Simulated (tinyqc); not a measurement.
Defect-molecule model of a vacancy with Jahn-Teller distortion: one step. Vertical against thermal levels. Three cases, with inputs chosen for the exercise.

Task: At fixed Q the level for adding the first electron is et - 2 I Q. Capture into 2+ at Q0 = 0 costs et; removal from + at Q1 = 2 I/k takes place at et - 2 E_JT, E_JT = 2 I^2/k; the thermal level lies between, and the Franck-Condon shift is E_JT on each side. et = E0 + gm.

Four dangling hybrids a, b, c, d point into the vacancy: H_ii = E0, and -gm between any two. A tetragonal distortion Q pairs a with b and c with d: those two couplings become -gm - I Q and the other four -gm + I Q/2, at an elastic cost k Q^2/2. The a1 level holds two electrons; charge states 2+, + and 0 put n = 0, 1, 2 more into the lowest level of t2 origin. Energy from the 2+ state at Q = 0, with the Fermi level mu counted from Ev: W_n(Q) = n (et - 2 I Q) + k Q^2/2 + Uc n (n - 1)/2 - n mu. et = E0 + gm is the undistorted t2 level.

Case 1.

Values chosen (of the size used for the vacancy in silicon; the results hold for these values, not for the real material):
- E0 = -0.11 eV (level of a dangling hybrid, from Ev)
- gm = 0.42 eV (coupling between two dangling hybrids)
- I = 1.11 eV/angstrom (Jahn-Teller coupling)
- k = 15.7 eV/angstrom^2 (force constant of the mode)

Case 2.

Values chosen (of the size used for the vacancy in silicon; the results hold for these values, not for the real material):
- E0 = 0.04 eV (level of a dangling hybrid, from Ev)
- gm = 0.33 eV (coupling between two dangling hybrids)
- I = 1.22 eV/angstrom (Jahn-Teller coupling)
- k = 12.5 eV/angstrom^2 (force constant of the mode)

Case 3.

Values chosen (of the size used for the vacancy in silicon; the results hold for these values, not for the real material):
- E0 = -0.09 eV (level of a dangling hybrid, from Ev)
- gm = 0.36 eV (coupling between two dangling hybrids)
- I = 0.92 eV/angstrom (Jahn-Teller coupling)
- k = 17.3 eV/angstrom^2 (force constant of the mode)

Give: levels; Stokes shift.

Result:

Case 1.

levels (eV): vertical at Q0 0.3100, thermal 0.1530, vertical at Q1 -0.0039

Stokes shift = 0.3139 eV

Case 2.

levels (eV): vertical at Q0 0.3700, thermal 0.1319, vertical at Q1 -0.1063

Stokes shift = 0.4763 eV

Case 3.

levels (eV): vertical at Q0 0.2700, thermal 0.1722, vertical at Q1 0.0743

Stokes shift = 0.1957 eV

Computed by tinyqc, one run a case: `OMP_NUM_THREADS=1 python tinyqc.py N N+1 out.jsonl` with N = 1482599, 1482630, 1482706; one thread of a shared Intel(R) Xeon(R) Processor @ 2.30GHz, about 0.01 s a run at most.
